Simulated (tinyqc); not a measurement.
# Ellipsometry and reflectance of a transparent film on an absorbing substrate: effect of the index of the transparent film

Air (index 1), film, substrate with N2 = n2 - i k2; time factor exp(+i w t). q_j = sqrt(N_j^2 - sin^2 th), root with positive real part. Fresnel coefficients r_s = (q_a - q_b)/(q_a + q_b), r_p = (N_b^2 q_a - N_a^2 q_b)/(N_b^2 q_a + N_a^2 q_b). tan(Psi) exp(i Delta) = R_p/R_s, Delta taken from 0 to 360 degrees.

beta = 2 pi d q1/lam, X = exp(-2 i beta), R = (r01 + r12 X)/(1 + r01 r12 X) for p and s. dDelta/dd is the derivative of Delta; period lam/(2 q1).

Values chosen for this exercise; indices close to those of titanium dioxide on silicon: wavelength lam = 632.8 nm; angle of incidence th = 75 degrees; film thickness d = 39 nm; index of the substrate n2 = 3.882; extinction coefficient of the substrate k2 = 0.019.

Result of one run:
```
n1    Psi (degrees)  Delta (degrees)  |R_p|^2  |R_s|^2  dDelta/dd (degrees/nm)  period (nm)
1.25          14.55            83.90  0.04994   0.7412                 -0.3488        398.8
```

What becomes of these results when the index of the transparent film n1 is changed from 1.25 to 2.65, all else the same?

Result of the changed run:
```
n1    Psi (degrees)  Delta (degrees)  |R_p|^2  |R_s|^2  dDelta/dd (degrees/nm)  period (nm)
2.65          18.10            40.99  0.06833   0.6395                  -1.474        128.2
```

The whole series:
```
n1    Psi (degrees)  Delta (degrees)  |R_p|^2  |R_s|^2  dDelta/dd (degrees/nm)  period (nm)
1.25          14.55            83.90  0.04994   0.7412                 -0.3488        398.8
1.45          19.37            74.71  0.08952   0.7242                 -0.4844        292.6
1.65          21.62            68.16   0.1108   0.7054                 -0.6052        236.5
1.85          22.46            62.61   0.1172   0.6859                 -0.7322        200.5
2.05          22.38            57.37   0.1132   0.6672                 -0.8803        175.0
2.25          21.58            52.08   0.1020   0.6516                  -1.057        155.7
2.45          20.14            46.62  0.08630   0.6417                  -1.259        140.5
2.65          18.10            40.99  0.06833   0.6395                  -1.474        128.2
```

Psi goes from 14.6 through a maximum of 22.5 (at n1 = 1.85 among the rows listed) to 18.1 degrees and |R_p|^2 goes from 0.0499 through a maximum of 0.117 (at n1 = 1.85 among the rows listed) to 0.0683. The slope of Delta is largest in size, 1.47 degrees/nm, at n1 = 2.65 among the rows.

tinyqc, about 0.2 s, one thread, Intel Xeon 2.30GHz (shared host): `OMP_NUM_THREADS=1 python tinyqc.py 2870175 2870176 out.jsonl`
